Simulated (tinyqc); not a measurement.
Dose and depth of a threshold implant.

Inverse problem. A sheet of D acceptors per cm^2 lies at depth xi inside the depleted layer of a body doped Na. In the depletion approximation VT = Vfb + f2 + q D/Cox + gamma sqrt(f2 + Vsb - q D xi/(eps0 eps_r)), gamma = sqrt(2 eps0 eps_r q Na)/Cox, Cox = eps0 eox/tox. Find gamma, D and xi.

Inputs (values chosen for the exercise); band and dielectric values close to those of silicon:

| symbol | value | unit | meaning |
|---|---|---|---|
| eps_r | 11.7 |  | relative permittivity |
| Na | 2.8e16 | cm^-3 | acceptor density deep in the body |
| eox | 3.9 |  | relative permittivity of the gate insulator (close to silicon dioxide) |
| tox | 4.4 | nm | insulator thickness |
| Vfb | -0.71 | V | flat-band voltage |
| f2 | 0.745 | V | band bending 2 phiF at threshold |

Constants: q = 1.602176634e-19 C, eps0 = 8.8541878128e-14 F/cm where lengths are in cm. Results are converted to the units shown.

VT against the source at Vsb = 0 and 3 V (V): [0.38930592, 0.53099759]

Answer. With y^2 = f2 - q D xi/(eps0 eps_r) and d the difference of the thresholds over gamma, sqrt(y^2 + Vsb) - y = d gives y = (Vsb - d^2)/(2 d). The first threshold then gives D, and y^2 gives xi.

gamma = 0.1228 V^0.5
D = 1.300e12 cm^-2
xi = 11.00 nm

Program tinyqc, `OMP_NUM_THREADS=1 python tinyqc.py 2080095 2080096 out.jsonl`; Intel Xeon 2.30GHz, shared host, one thread, about 0.3 s.
